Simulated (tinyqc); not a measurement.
Junction parameters from two forward currents.

Problem. D(v) = J1 (exp(v/Vt) - 1) + J2 (exp(v/(2 Vt)) - 1). Find J1, J2 and the voltage 2 Vt ln(J2/J1) near which both parts are equal.

Parameters, values chosen for the exercise:
- T = 300 K (temperature)

Constants: q = 1.602176634e-19 C, kB = 1.380649e-23 J/K, Vt = kB T/q. Results are converted to the units shown.

junction voltages (V): 0.3  0.63
currents (uA/um): 1.0971538e-5  0.034441290

Solution. The current is linear in J1 and J2, so two points give two equations.

J1 = 7.300e-13 uA/um
J2 = 3.300e-8 uA/um
crossover = 0.5542 V

Numbers from tinyqc (`OMP_NUM_THREADS=1 python tinyqc.py 2182172 2182173 out.jsonl`; about 0.2 s on one thread of a shared Intel Xeon 2.30GHz).
